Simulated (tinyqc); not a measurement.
Inside a calculation: alloy A(1-x)B(x) by interpolation with bowing. Values are carried at full precision from step to step, so a last printed digit may differ when a step is redone from the rounded ones.

Each gap follows E(x) = (1 - x) E_A + x E_B - C x (1 - x); the lattice constant follows Vegard, a(x) = (1 - x) a_A + x a_B.

Constants: hc = 1239.841984 eV nm; kB = 8.617333262e-05 eV/K.

Values chosen for the exercise (A near AlAs, B near InAs; shifted at random, so the results belong to these values and not to a real crystal):
- a = (5.665, 6.061) angstrom (lattice constant of A, B)
- x = 0.86 (fraction of B)
- Eg = (3.076, 0.417) eV (gap at Gamma to the s-like level of A, B)
- EgX = (2.207, 1.417) eV (gap to the lowest valley along Gamma-X of A, B)
- EgL = (2.453, 1.143) eV (gap to L of A, B)
- C = (0.791, 0, 0) eV (bowing of the Gamma, X and L gaps)
- Dso = (0.28, 0.388) eV (spin-orbit splitting of A, B)
- Ep = (21, 21.6) eV (Kane energy of A, B)
- me = (0.1518, 0.026) m0 (electron mass at Gamma of A, B)
- Cs = 0.16 eV (bowing of Dso)
- md = (0.0431, 0.86, 0.45) m0 (density-of-states masses of Gamma, all X and all L valleys)
- T = 200 K (temperature)

## Gaps and lattice constant at x

Also give the wavelength hc/E of the lowest gap.

a(x) = 6.0056 angstrom

linear parts (eV): Gamma 0.7893, X 1.5276, L 1.3264

bowing terms C x (1 - x) (eV): Gamma 0.0952, X 0.0000, L 0.0000

gaps (eV): Gamma 0.6940, X 1.5276, L 1.3264

wavelength of the lowest gap = 1786.5 nm

The lowest valley is Gamma, so the gap is direct; the next, L, lies 632 meV higher.

## Where the valleys cross

The difference of two gaps is a quadratic q2 x^2 + q1 x + q0 with q2 = C_i - C_j, q1 = (E_B - E_A - C)_i - (E_B - E_A - C)_j, q0 = E_A,i - E_A,j; give its roots between 0 and 1 (a dash: none).

Crossings:

| pair | q2 | q1 | q0 | first root | second root |
|---|---|---|---|---|---|
| Gamma-X | 0.791 | -2.660 | 0.869 | 0.3667 | - |
| Gamma-L | 0.791 | -2.140 | 0.623 | 0.3318 | - |
| X-L | 0.000 | 0.520 | -0.246 | 0.4731 | - |

The lowest valley changes at x = 0.367 (X to Gamma, gap 1.917 eV). The other crossings lie above the lowest valley.

## Electron mass of the alloy

Mass at Gamma from the Kane formula 1/m = F + Ep (Eg + 2 Dso/3)/(Eg (Eg + Dso)). F is fixed by the masses of A and B and interpolated linearly, as is Ep; Eg and Dso carry their bowing.

Compare with the linear interpolation of the masses.

F of A, B: -0.0496  -5.0149

Ep, Eg, Dso at x (eV): 21.5160  0.6940  0.3536

m(x) from the Kane formula = 0.0431 m0
m(x) linear = 0.0436 m0

The Kane value lies 1.1 % below the linear one.

## Shares of the electrons in the valleys

Non-degenerate: n_i proportional to md_i^(3/2) exp(-E_i/kT).

md^(3/2): Gamma 0.0089, X 0.7975, L 0.3019

(E - E_min)/kT: Gamma 0.00, X 48.37, L 36.69

shares: Gamma 1.000, X 0.000, L 0.000

Gamma holds most electrons (100.0 %).

## Checks

- The Gamma and X gaps at their crossing x = 0.3667 (eV): both 1.9173.
- The Gamma and L gaps at their crossing x = 0.3318 (eV): both 2.0183.
- The X and L gaps at their crossing x = 0.4731 (eV): both 1.8333.

tinyqc: `OMP_NUM_THREADS=1 python tinyqc.py 1081442 1081443 out.jsonl`; about 0.01 s, one thread, shared Intel(R) Xeon(R) Processor @ 2.30GHz.
